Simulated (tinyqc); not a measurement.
Energy conservation against the time step: molecular dynamics of a small cluster by velocity Verlet steps. Computed by tinyqc, a small Python program. Command: `OMP_NUM_THREADS=1 python tinyqc.py 3024565 3024566 out.jsonl verlet walk`. One thread of a shared host (Intel(R) Xeon(R) Processor @ 2.30GHz), about 0.2 s of CPU time with the checks.

E = sum_i {sum_j A exp(-p (r_ij/r0 - 1)) - xi sqrt(rho_i)}, rho_i = sum_j exp(-2 q (r_ij/r0 - 1)); the force on i is -sum_j w_ij (R_i - R_j)/r_ij with w_ij = -(2p/r0) A exp(-p (r_ij/r0 - 1)) + (xi q/r0) exp(-2 q (r_ij/r0 - 1)) (rho_i^(-1/2) + rho_j^(-1/2)).

Inputs (values chosen for the exercise, for model atoms):
```
quantity       value      unit
length r0        3.1  angstrom
repulsion A     0.15        eV
hopping xi      1.66        eV
decay p         10.6         -
decay q         3.31         -
atomic mass M    174         u
time step dt     7.4        fs
steps            300         -
```

Potential: Gupta.

starting positions (angstrom):
```
            x     y      z
atom 1  -0.04     0   0.01
atom 2   2.93     0  -0.07
atom 3   2.85  2.89  -0.02
atom 4  -0.07  2.92  -0.04
atom 5   1.43  1.49      2
atom 6   1.44  1.39  -2.02
```

starting velocities (angstrom/fs):
```
               x         y         z
atom 1  -0.00039   0.00178  -0.00175
atom 2    -7e-05   0.00102    0.0009
atom 3   0.00181   0.00033   0.00165
atom 4    -5e-05    0.0007   0.00068
atom 5  -0.00179   -0.0033  -0.00069
atom 6    0.0005  -0.00053  -0.00079
```

Constants: 1 eV/(angstrom u) = 9.648533212e-03 angstrom/fs^2; k_B = 8.617333262e-05 eV/K.

Method:
- Relax the cluster, diagonalise the Hessian (central differences): omega_max = sqrt(c lambda_max/M). Verlet steps are stable for omega_max dt < 2.
- Velocity Verlet: a = c F/M with c = 9.648533212e-3 angstrom/fs^2 per eV/(angstrom u); R(new) = R + v dt + a dt^2/2; v(new) = v + (a + a(new)) dt/2. Kinetic energy K = M v^2/(2c); temperature T = 2K/((3N - 3) k_B), rotation of the cluster included.
- Runs without thermostat over the same span of time, steps x dt; spread = largest minus smallest value. For contrast, the energy gained over the first 30 dt (dt of the inputs) by explicit Euler steps: R(new) = R + v dt, v(new) = v + a dt.

omega_max dt = 0.257341

Energy error (eV):
```
dt (fs)  omega_max dt  Verlet, spread of U + K  Euler, gain in U + K
0.925         0.03217               2.4780e-05                0.0246
1.850         0.06434               9.9185e-05                0.0529
3.700         0.12867               3.9517e-04                0.1230
7.400         0.25734               1.5808e-03                0.3353
14.800        0.51468               6.2972e-03                1.2116
22.200        0.77202               1.2967e-02                3.0455
```

The Verlet error grows as dt^2.00 between the first rows, the second order of the method. Euler steps gain energy steadily: over that short span the gain in the first row is already 990 times the Verlet spread of the whole run, and it grows as dt^1.11, tending to the first order of that method as dt shrinks.

Extremes, crossings and ranges named in words are read from the listed rows.
